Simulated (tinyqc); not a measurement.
From results back to parameters: averaged masses of warped heavy- and light-hole bands. Four cases, with inputs chosen for the exercise.

Problem. For B along [111] the central orbits have s = 1/4 all round, so the cyclotron masses are 1/(g1 -/+ sqrt(g2^2 + 3 g3^2)). They are given with the heavy-hole mass along [100], 1/(g1 - 2 g2); g2 and g3 are positive.

Find: g1; sqrt(g2^2 + 3 g3^2); g2; g3.

Method. The mean of the two inverse cyclotron masses is g1 and half their difference is the root; g2 = (g1 - 1/m[100])/2, and g3 follows.

Case 1.

heavy and light cyclotron mass for B along [111]; heavy mass along [100] (m0): 0.6698239  0.0803402  0.3508772

Solution.

g1 = 6.97
sqrt(g2^2 + 3 g3^2) = 5.477
g2 = 2.06
g3 = 2.93

Case 2.

heavy and light cyclotron mass for B along [111]; heavy mass along [100] (m0): 0.3757427  0.0413931  0.2036660

Solution.

g1 = 13.41
sqrt(g2^2 + 3 g3^2) = 10.749
g2 = 4.25
g3 = 5.70

Case 3.

heavy and light cyclotron mass for B along [111]; heavy mass along [100] (m0): 0.5771075  0.1477712  0.2801120

Solution.

g1 = 4.25
sqrt(g2^2 + 3 g3^2) = 2.517
g2 = 0.34
g3 = 1.44

Case 4.

heavy and light cyclotron mass for B along [111]; heavy mass along [100] (m0): 0.9429726  0.1106253  0.5405405

Solution.

g1 = 5.05
sqrt(g2^2 + 3 g3^2) = 3.990
g2 = 1.60
g3 = 2.11

Computed by tinyqc, one run a case: `OMP_NUM_THREADS=1 python tinyqc.py N N+1 out.jsonl` with N = 1080298, 1080338, 1080386, 1080392; one thread of a shared Intel(R) Xeon(R) Processor @ 2.30GHz, about 0.03 s a run at most.
